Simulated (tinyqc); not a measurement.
Inside a calculation. Method: RKS/LDA (VWN5) in the sto-3g basis, for B+, spin multiplicity 1. Computed by tinyqc, a small Python program that keeps every step (integrals from PySCF). Settings: charge = 1, multiplicity = 1, basis = sto-3g, energy threshold = 1e-08, iteration cap = 88, orthogonalisation = symmetric, start = random, DIIS depth = 8, DIIS from iteration = 3, method = RKS, functional = lda,vwn, grid = [30, 86]. Command: `OMP_NUM_THREADS=1 python tinyqc.py 26128 26129 out.jsonl` (the two numbers bound the seeds that draw the settings). One thread of a shared host (Intel(R) Xeon(R) Processor @ 2.60GHz), about 0.1 s of CPU time with the checks. Later iterations appear only in the table of the cycle.

## One-electron integrals

Geometry (angstrom):
```
atom        x        y        z
B     0.00000  0.00000  0.00000
```

Basis sto-3g: exponents (1/bohr^2) and contraction coefficients of normalised primitives:
```
element  l (shell)  exponent  coefficient
B            s (1)  48.79111      0.15433
B            s (1)   8.88736      0.53533
B            s (1)   2.40527      0.44463
B            s (2)   2.23696     -0.09997
B            s (2)   0.51982      0.39951
B            s (2)   0.16906      0.70012
B            p (3)   2.23696      0.15592
B            p (3)   0.51982      0.60768
B            p (3)   0.16906      0.39196
```

Overlap, kinetic and nuclear-attraction integrals over the contracted functions; the nuclear repulsion is the sum of Za Zb / Rab.

nuclear repulsion = 0 hartree

overlap S, lower triangle:
```
          1B 1s    1B 2s   1B 2px   1B 2py   1B 2pz
1B 1s   1.00000
1B 2s   0.26933  1.00000
1B 2px  0.00000  0.00000  1.00000
1B 2py  0.00000  0.00000  0.00000  1.00000
1B 2pz  0.00000  0.00000  0.00000  0.00000  1.00000
```

kinetic energy T (hartree), lower triangle:
```
           1B 1s    1B 2s   1B 2px   1B 2py   1B 2pz
1B 1s   10.82630
1B 2s   -0.04797  0.35917
1B 2px   0.00000  0.00000  1.12388
1B 2py   0.00000  0.00000  0.00000  1.12388
1B 2pz   0.00000  0.00000  0.00000  0.00000  1.12388
```

nuclear attraction V (hartree), lower triangle:
```
            1B 1s     1B 2s    1B 2px    1B 2py    1B 2pz
1B 1s   -23.14739
1B 2s    -3.13936  -3.77163
1B 2px    0.00000   0.00000  -3.74144
1B 2py    0.00000   0.00000   0.00000  -3.74144
1B 2pz    0.00000   0.00000   0.00000   0.00000  -3.74144
```

core Hamiltonian H = T + V (hartree), lower triangle:
```
            1B 1s     1B 2s    1B 2px    1B 2py    1B 2pz
1B 1s   -12.32109
1B 2s    -3.18733  -3.41246
1B 2px    0.00000   0.00000  -2.61756
1B 2py    0.00000   0.00000   0.00000  -2.61756
1B 2pz    0.00000   0.00000   0.00000   0.00000  -2.61756
```

## Two-electron integrals

Functions are numbered as in S; the eight-fold symmetry (ij|kl) = (ji|kl) = (kl|ij) leaves the list below.

Two-electron integrals (ij|kl) in chemists' order, unique and non-zero (hartree):
```
(11|11) 2.92351   (21|11) 0.51838   (21|21) 0.10926   (22|11) 0.74423
(22|21) 0.19318   (22|22) 0.54480   (31|31) 0.02026   (32|31) 0.03000
(32|32) 0.12035   (33|11) 0.74249   (33|21) 0.19324   (33|22) 0.54468
(33|33) 0.58677   (41|41) 0.02026   (42|41) 0.03000   (42|42) 0.12035
(43|43) 0.03163   (44|11) 0.74249   (44|21) 0.19324   (44|22) 0.54468
(44|33) 0.52351   (44|44) 0.58677   (51|51) 0.02026   (52|51) 0.03000
(52|52) 0.12035   (53|53) 0.03163   (54|54) 0.03163   (55|11) 0.74249
(55|21) 0.19324   (55|22) 0.54468   (55|33) 0.52351   (55|44) 0.52351
(55|55) 0.58677
```

## Orthogonalisation

S = U s U^T; symmetric (Loewdin) form X = U s^(-1/2) U^T, so that X^T S X = 1.

eigenvalues of S: 0.73067  1.00000  1.00000  1.00000  1.26933

X, lower triangle:
```
           1B 1s    1B 2s   1B 2px   1B 2py   1B 2pz
1B 1s    1.02873
1B 2s   -0.14114  1.02873
1B 2px   0.00000  0.00000  1.00000
1B 2py   0.00000  0.00000  0.00000  1.00000
1B 2pz   0.00000  0.00000  0.00000  0.00000  1.00000
```

## Starting guess

The start is random orthonormal orbitals; D = 2 C_occ C_occ^T.

D at the start, lower triangle:
```
           1B 1s     1B 2s    1B 2px    1B 2py   1B 2pz
1B 1s    0.90136
1B 2s    0.21910   0.34442
1B 2px  -0.65959  -0.33625   0.58896
1B 2py  -0.43170   0.57215  -0.09319   1.78134
1B 2pz   0.46310   0.20282  -0.39341  -0.01194  0.26590
```

## Iteration 1: exchange-correlation on the grid

Becke grid with 30 radial and 86 angular points per atom, points of zero weight dropped. rho = sum D_ij phi_i phi_j; V_xc,ij = sum w v_xc phi_i phi_j; v_xc is d(rho eps)/d rho.

The 12 grid points with the largest w rho, of 2580 (bohr, atomic units):
```
x               y         z        w      rho    eps_xc      v_xc
-0.65489  1.62275   0.00000  0.15104  0.10186  -0.39846  -0.52086
-0.53873  1.33492   0.00000  0.08895  0.16992  -0.46646  -0.61047
0.00000   1.74991   0.00000  0.14761  0.10209  -0.39873  -0.52122
0.00000   1.43953   0.00000  0.08693  0.16956  -0.46615  -0.61007
0.00000   1.62275   0.65489  0.15104  0.09483  -0.38979  -0.50945
0.00000   1.33492   0.53873  0.08895  0.15806  -0.45616  -0.59689
-0.64677  1.49183   0.64677  0.14207  0.09891  -0.39488  -0.51614
-0.53205  1.22723   0.53205  0.08366  0.16551  -0.46270  -0.60551
-1.21506  1.21506   0.33084  0.15186  0.08897  -0.38225  -0.49951
0.00000   1.62275  -0.65489  0.15104  0.08851  -0.38164  -0.49872
-0.99954  0.99954   0.27216  0.08943  0.14947  -0.44837  -0.58661
0.00000   1.33492  -0.53873  0.08895  0.14663  -0.44572  -0.58313
```

electrons on the grid, sum of w rho = 4.00000

E_xc = sum of w rho eps_xc = -2.1416985 hartree

V_xc (hartree), lower triangle:
```
           1B 1s     1B 2s    1B 2px    1B 2py    1B 2pz
1B 1s   -1.42309
1B 2s   -0.23872  -0.40564
1B 2px   0.02420   0.04520  -0.38794
1B 2py   0.00056  -0.03480   0.00077  -0.45371
1B 2pz  -0.01630  -0.02839   0.02427   0.00349  -0.36895
```

## Iteration 1: building the Kohn-Sham matrix

J_ij = sum D_kl (ij|kl); F = H + J + V_xc; E = tr D H + tr D J / 2 + E_xc + E_nn.

Coulomb J (hartree), lower triangle:
```
           1B 1s     1B 2s    1B 2px    1B 2py   1B 2pz
1B 1s    5.07597
1B 2s    1.09107   2.37900
1B 2px  -0.04690  -0.12050   2.35887
1B 2py   0.01683   0.11181  -0.00590   2.43430
1B 2pz   0.03094   0.07660  -0.02489  -0.00076  2.33844
```

Kohn-Sham matrix F (hartree), lower triangle:
```
           1B 1s     1B 2s    1B 2px    1B 2py    1B 2pz
1B 1s   -8.66821
1B 2s   -2.33497  -1.43910
1B 2px  -0.02270  -0.07530  -0.64663
1B 2py   0.01739   0.07701  -0.00513  -0.63697
1B 2pz   0.01464   0.04821  -0.00062   0.00273  -0.64807
```

total energy of this density = -16.4413923 hartree

## Iteration 1: diagonalisation and new density

Diagonalise F' = X^T F X, C = X C', fill 2 alpha and 2 beta electrons from the bottom; D = 2 C_occ C_occ^T. Each column has its largest component positive (the first on a tie).

F' = X^T F X (hartree), lower triangle:
```
          1         2         3         4         5
1  -8.52409
2  -1.05005  -1.01760
3  -0.01273  -0.07426  -0.64663
4   0.00702   0.07677  -0.00513  -0.63697
5   0.00826   0.04753  -0.00062   0.00273  -0.64807
```

orbital energies (hartree): MO1 -8.66834, MO2 -0.91918, MO3 -0.64822, MO4 -0.64730, MO5 -0.59032

coefficients C:
```
             MO1       MO2       MO3       MO4       MO5
1B 1s    0.99996  -0.26105  -0.00076   0.01032  -0.10018
1B 2s    0.00011   0.96338   0.00283  -0.04172   0.38519
1B 2px   0.00283   0.23953   0.55859   0.58208  -0.54016
1B 2py  -0.00216  -0.24096   0.03535   0.69399   0.67755
1B 2pz  -0.00182  -0.15424   0.82868  -0.42184   0.33398
```

D after iteration 1, lower triangle:
```
           1B 1s     1B 2s    1B 2px   1B 2py   1B 2pz
1B 1s    2.13614
1B 2s   -0.50274   1.85619
1B 2px  -0.11940   0.46152   0.11477
1B 2py   0.12147  -0.46426  -0.11545  0.11613
1B 2pz   0.07688  -0.29718  -0.07390  0.07434  0.04759
```

## Iteration 2: exchange-correlation on the grid

As before.

The 12 grid points with the largest w rho, of 2580 (bohr, atomic units):
```
x               y         z        w      rho    eps_xc      v_xc
0.83111  -0.83111  -0.83111  0.08994  0.11378  -0.41224  -0.53901
1.01031  -1.01031  -1.01031  0.15272  0.06694  -0.35033  -0.45751
0.99954  -0.99954  -0.27216  0.08943  0.11288  -0.41124  -0.53769
1.21506  -1.21506  -0.33084  0.15186  0.06640  -0.34947  -0.45638
0.53205  -1.22723  -0.53205  0.08366  0.11001  -0.40799  -0.53341
1.22723  -0.53205  -0.53205  0.08366  0.10984  -0.40780  -0.53316
0.64677  -1.49183  -0.64677  0.14207  0.06468  -0.34668  -0.45271
1.49183  -0.64677  -0.64677  0.14207  0.06458  -0.34652  -0.45250
0.27216  -0.99954  -0.99954  0.08943  0.10259  -0.39933  -0.52200
0.99954  -0.27216  -0.99954  0.08943  0.10242  -0.39913  -0.52174
0.33084  -1.21506  -1.21506  0.15186  0.06025  -0.33924  -0.44292
1.21506  -0.33084  -1.21506  0.15186  0.06015  -0.33907  -0.44270
```

electrons on the grid, sum of w rho = 4.00000

E_xc = sum of w rho eps_xc = -3.3786750 hartree

V_xc (hartree), lower triangle:
```
           1B 1s     1B 2s    1B 2px    1B 2py    1B 2pz
1B 1s   -1.78789
1B 2s   -0.27260  -0.37483
1B 2px  -0.00700  -0.04926  -0.37143
1B 2py   0.00701   0.04953  -0.00203  -0.37141
1B 2pz   0.00451   0.03172  -0.00130   0.00131  -0.37261
```

## Iteration 2: building the Kohn-Sham matrix

As before.

Coulomb J (hartree), lower triangle:
```
           1B 1s     1B 2s    1B 2px   1B 2py   1B 2pz
1B 1s    7.31200
1B 2s    1.40985   2.55848
1B 2px   0.02285   0.10392   2.55584
1B 2py  -0.02293  -0.10446  -0.00730  2.55593
1B 2pz  -0.01471  -0.06692  -0.00467  0.00470  2.55159
```

Kohn-Sham matrix F (hartree), lower triangle:
```
           1B 1s     1B 2s    1B 2px    1B 2py    1B 2pz
1B 1s   -6.79697
1B 2s   -2.05008  -1.22881
1B 2px   0.01585   0.05466  -0.43314
1B 2py  -0.01592  -0.05493  -0.00933  -0.43304
1B 2pz  -0.01021  -0.03519  -0.00598   0.00601  -0.43858
```

total energy of this density = -23.6140350 hartree

## Iteration 2: diagonalisation and new density

As before.

F' = X^T F X (hartree), lower triangle:
```
          1         2         3         4         5
1  -6.62232
2  -1.04511  -0.84051
3   0.00859   0.05399  -0.43314
4  -0.00863  -0.05426  -0.00933  -0.43304
5  -0.00553  -0.03477  -0.00598   0.00601  -0.43858
```

orbital energies (hartree): MO1 -6.80555, MO2 -0.68211, MO3 -0.44243, MO4 -0.44243, MO5 -0.39509

coefficients C:
```
             MO1       MO2       MO3       MO4       MO5
1B 1s    0.98891  -0.30394  -0.00001   0.00000   0.08879
1B 2s    0.03857   0.99194   0.00003   0.00000  -0.30459
1B 2px  -0.00279  -0.18841   0.60107   0.47578  -0.61388
1B 2py   0.00280   0.18935   0.75874  -0.08733   0.61710
1B 2pz   0.00179   0.12132  -0.25104   0.87522   0.39528
```

D after iteration 2, lower triangle:
```
           1B 1s     1B 2s    1B 2px   1B 2py   1B 2pz
1B 1s    2.14065
1B 2s   -0.52670   1.97087
1B 2px   0.10902  -0.37399   0.07101
1B 2py  -0.10957   0.37587  -0.07137  0.07173
1B 2pz  -0.07020   0.24082  -0.04572  0.04595  0.02944
```

Within a degenerate level the vectors are fixed only up to a rotation; this is one choice.

## Iteration 7 (converged): orbitals

converged F (hartree), lower triangle:
```
           1B 1s     1B 2s    1B 2px    1B 2py    1B 2pz
1B 1s   -6.80303
1B 2s   -2.05366  -1.25066
1B 2px   0.00000   0.00000  -0.45660
1B 2py   0.00000   0.00000   0.00000  -0.45660
1B 2pz   0.00000   0.00000   0.00000   0.00000  -0.45660
```

As before.

F' = X^T F X (hartree), lower triangle:
```
          1         2         3         4         5
1  -6.62813
2  -1.04491  -0.86271
3   0.00000   0.00000  -0.45660
4   0.00000   0.00000   0.00000  -0.45660
5   0.00000   0.00000   0.00000   0.00000  -0.45660
```

orbital energies (hartree): MO1 -6.81166, MO2 -0.67918, MO3 -0.45660, MO4 -0.45660, MO5 -0.45660

coefficients C:
```
            MO1       MO2       MO3      MO4       MO5
1B 1s   0.98880  -0.31698   0.00000  0.00000   0.00000
1B 2s   0.03896   1.03764   0.00000  0.00000   0.00000
1B 2px  0.00000   0.00000  -0.02089  0.76696  -0.64135
1B 2py  0.00000   0.00000  -0.55269  0.52570   0.64666
1B 2pz  0.00000   0.00000   0.83312  0.36798   0.41291
```

D after iteration 7, lower triangle:
```
           1B 1s     1B 2s   1B 2px   1B 2py   1B 2pz
1B 1s    2.15642
1B 2s   -0.58078   2.15642
1B 2px   0.00000  -0.00001  0.00000
1B 2py   0.00000   0.00001  0.00000  0.00000
1B 2pz   0.00000   0.00000  0.00000  0.00000  0.00000
```

Within a degenerate level the vectors are fixed only up to a rotation; this is one choice.

## Convergence

Stop when the energy changes by less than 1e-08 hartree and every element of the error matrix X^T (F D S - S D F) X is below 3e-05.

Course of the cycle:
```
iteration  E (hartree)     change  largest element of the error matrix
1          -16.4413923          -                             5.98e+00
2          -23.6140350  -7.17e+00                             2.06e-01
3          -23.6631454  -4.91e-02                             1.64e-01
4          -23.6791588  -1.60e-02                             1.49e-01
5          -23.7415654  -6.24e-02                             1.33e-04
6          -23.7415654   2.84e-09                             5.23e-05
7          -23.7415654  -6.39e-09                             2.57e-06
```

PySCF RKS in the same basis, fine grid = -23.7415635 hartree

Converged in 7 iterations.

## Populations

Mulliken: Z minus the diagonal of D S on the atom; Loewdin: the same with S^(1/2) D S^(1/2).

Charges (e):
```
atom  Mulliken  Loewdin
1B     1.00000  1.00000
```
